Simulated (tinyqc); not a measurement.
Inside a calculation. Method: plane-wave Kohn-Sham cycle with exchange-only LDA in a layered model solid. Computed by tinyqc, a small Python program that keeps every step. Settings: points = 16, plane-wave index or count = 3, electrons = 2, k points = 4, area = 13.0, mixing = 0.3, iteration cap = 74. Command: `OMP_NUM_THREADS=1 python tinyqc.py 30103 30104 out.jsonl` (the two numbers bound the seeds that draw the settings). One thread of a shared host (Intel(R) Xeon(R) Processor @ 2.60GHz), about 0.02 s of CPU time with the checks. Later iterations appear only in the table of the cycle.

## Iteration 1: potential

A solid whose potential varies along x alone (atomic units):
```
parameter,value
period a,9.900000
cross-section of the cell,13.000000
electrons per cell,2
grid points,16
"plane waves -n..n, n",3
k points,4
V1 in V1 cos(2 pi x/a),-0.630000
V2 in V2 cos(4 pi x/a),0.040000
```

density at the start, on the grid x_j = j a/N (e/bohr^3): 0.01554002  0.01554002  0.01554002  0.01554002  0.01554002  0.01554002  0.01554002  0.01554002  0.01554002  0.01554002  0.01554002  0.01554002  0.01554002  0.01554002  0.01554002  0.01554002

V_H(G) = 4 pi rho(G)/G^2 for G != 0 (uniform background); v_x = -(3 rho/pi)^(1/3); V = V_ext + V_H + v_x; Fourier components f(G_m) = (1/N) sum_j f(x_j) exp(-i G_m x_j).

Potentials on the grid (hartree):
```
x,V_ext,V_H,v_x,V
0.000000,-0.590000,0.000000,-0.245739,-0.835739
0.618750,-0.553760,0.000000,-0.245739,-0.799499
1.237500,-0.445477,0.000000,-0.245739,-0.691216
1.856250,-0.269375,0.000000,-0.245739,-0.515114
2.475000,-0.040000,0.000000,-0.245739,-0.285739
3.093750,0.212806,0.000000,-0.245739,-0.032933
3.712500,0.445477,0.000000,-0.245739,0.199738
4.331250,0.610328,0.000000,-0.245739,0.364589
4.950000,0.670000,0.000000,-0.245739,0.424261
5.568750,0.610328,0.000000,-0.245739,0.364589
6.187500,0.445477,0.000000,-0.245739,0.199738
6.806250,0.212806,0.000000,-0.245739,-0.032933
7.425000,-0.040000,0.000000,-0.245739,-0.285739
8.043750,-0.269375,0.000000,-0.245739,-0.515114
8.662500,-0.445477,0.000000,-0.245739,-0.691216
9.281250,-0.553760,0.000000,-0.245739,-0.799499
```

V(G_m), m = 0, 1, 2, ... (hartree): -0.245739  -0.315000  0.020000  0.000000  0.000000  0.000000  0.000000

## Iteration 1: Hamiltonian at one k

k = 0.125000 2 pi / a

H(m,m') = (k + G_m)^2/2 delta + V(G_m - G_m'), with V(-G) = V(G).

H (hartree):
```
,-3,-2,-1,+0,+1,+2,+3
-3,1.418957,-0.315000,0.020000,0.000000,0.000000,0.000000,0.000000
-2,-0.315000,0.462308,-0.315000,0.020000,0.000000,0.000000,0.000000
-1,0.020000,-0.315000,-0.091542,-0.315000,0.020000,0.000000,0.000000
+0,0.000000,0.020000,-0.315000,-0.242592,-0.315000,0.020000,0.000000
+1,0.000000,0.000000,0.020000,-0.315000,0.009158,-0.315000,0.020000
+2,0.000000,0.000000,0.000000,0.020000,-0.315000,0.663708,-0.315000
+3,0.000000,0.000000,0.000000,0.000000,0.020000,-0.315000,1.721057
```

## Iteration 1: levels at that k

Diagonalise the Hermitian matrix.

eigenvalues (hartree): -0.621297  -0.202859  0.151042  0.544578  0.733694  1.521689  1.814206

## Iteration 1: new density

Motion across x is left out: the lowest 1 band(s) hold two electrons at each of the k points (j + 1/2)/nk - 1/2. Residual R = rho(out) - rho(in); rho(new) = rho(in) + 0.3 R. rho(out) = 2/(a A nk) sum |psi|^2 with psi = sum c exp(i G x). Harris energy E = band energy - dV sum rho (V_H/2 + v_x) + (3/4) dV sum rho v_x with rho(in), dV = a A/N, band energy = (2/nk) sum of the filled levels.

rho(out) (e/bohr^3): 0.05641578  0.04794312  0.02942928  0.01309308  0.00429062  0.00108199  0.00022595  0.00004187  0.00001265  0.00004187  0.00022595  0.00108199  0.00429062  0.01309308  0.02942928  0.04794312

density after iteration 1 (e/bohr^3): 0.02780274  0.02526095  0.01970680  0.01480594  0.01216520  0.01120261  0.01094580  0.01089057  0.01088181  0.01089057  0.01094580  0.01120261  0.01216520  0.01480594  0.01970680  0.02526095

energy per cell = -1.11954019 hartree

## Iteration 2: potential

As before.

Potentials on the grid (hartree):
```
x,V_ext,V_H,v_x,V
0.000000,-0.590000,0.260877,-0.298323,-0.627446
0.618750,-0.553760,0.232448,-0.288940,-0.610251
1.237500,-0.445477,0.158494,-0.265988,-0.552972
1.856250,-0.269375,0.064177,-0.241807,-0.447005
2.475000,-0.040000,-0.027563,-0.226480,-0.294043
3.093750,0.212806,-0.103743,-0.220342,-0.111279
3.712500,0.445477,-0.159327,-0.218645,0.067505
4.331250,0.610328,-0.192882,-0.218277,0.199170
4.950000,0.670000,-0.204084,-0.218218,0.247698
5.568750,0.610328,-0.192882,-0.218277,0.199170
6.187500,0.445477,-0.159327,-0.218645,0.067505
6.806250,0.212806,-0.103743,-0.220342,-0.111279
7.425000,-0.040000,-0.027563,-0.226480,-0.294043
8.043750,-0.269375,0.064177,-0.241807,-0.447005
8.662500,-0.445477,0.158494,-0.265988,-0.552972
9.281250,-0.553760,0.232448,-0.288940,-0.610251
```

V(G_m), m = 0, 1, 2, ... (hartree): -0.242344  -0.219075  0.026032  0.000199  0.000194  0.000094  0.000010

## Iteration 2: Hamiltonian at one k

k = 0.125000 2 pi / a

As before.

H (hartree):
```
,-3,-2,-1,+0,+1,+2,+3
-3,1.422353,-0.219075,0.026032,0.000199,0.000194,0.000094,0.000010
-2,-0.219075,0.465703,-0.219075,0.026032,0.000199,0.000194,0.000094
-1,0.026032,-0.219075,-0.088147,-0.219075,0.026032,0.000199,0.000194
+0,0.000199,0.026032,-0.219075,-0.239197,-0.219075,0.026032,0.000199
+1,0.000194,0.000199,0.026032,-0.219075,0.012553,-0.219075,0.026032
+2,0.000094,0.000194,0.000199,0.026032,-0.219075,0.667103,-0.219075
+3,0.000010,0.000094,0.000194,0.000199,0.026032,-0.219075,1.724453
```

## Iteration 2: levels at that k

As before.

eigenvalues (hartree): -0.467836  -0.139367  0.121314  0.507136  0.699002  1.473716  1.770857

## Iteration 2: new density

As before.

rho(out) (e/bohr^3): 0.04948465  0.04370428  0.03007645  0.01609543  0.00670635  0.00220651  0.00060008  0.00015384  0.00006969  0.00015384  0.00060008  0.00220651  0.00670635  0.01609543  0.03007645  0.04370428

density after iteration 2 (e/bohr^3): 0.03430732  0.03079395  0.02281769  0.01519278  0.01052754  0.00850378  0.00784208  0.00766955  0.00763817  0.00766955  0.00784208  0.00850378  0.01052754  0.01519278  0.02281769  0.03079395

energy per cell = -0.86572961 hartree

## Convergence

Stop when sqrt(dV sum R^2) is below 1e-8, dV = a A/N.

Course of the cycle:
```
iteration,E (hartree),norm of the residual
1,-1.11954019,2.20e-01
2,-0.86572961,1.32e-01
3,-0.76876276,7.30e-02
4,-0.73868774,4.04e-02
5,-0.73116997,2.54e-02
6,-0.72958028,1.81e-02
7,-0.72926979,1.33e-02
8,-0.72921387,9.62e-03
9,-0.72920885,6.84e-03
10,-0.72921311,4.81e-03
11,-0.72921768,3.37e-03
...,...,...
38,-0.72922547,2.32e-07
39,-0.72922547,1.64e-07
40,-0.72922547,1.15e-07
41,-0.72922547,8.14e-08
42,-0.72922547,5.74e-08
43,-0.72922547,4.05e-08
44,-0.72922547,2.86e-08
45,-0.72922547,2.02e-08
46,-0.72922547,1.43e-08
47,-0.72922547,1.01e-08
48,-0.72922547,7.13e-09
```

Converged in 48 iterations. Before convergence this energy mixes input and output and is not variational, so it may rise towards its limit.
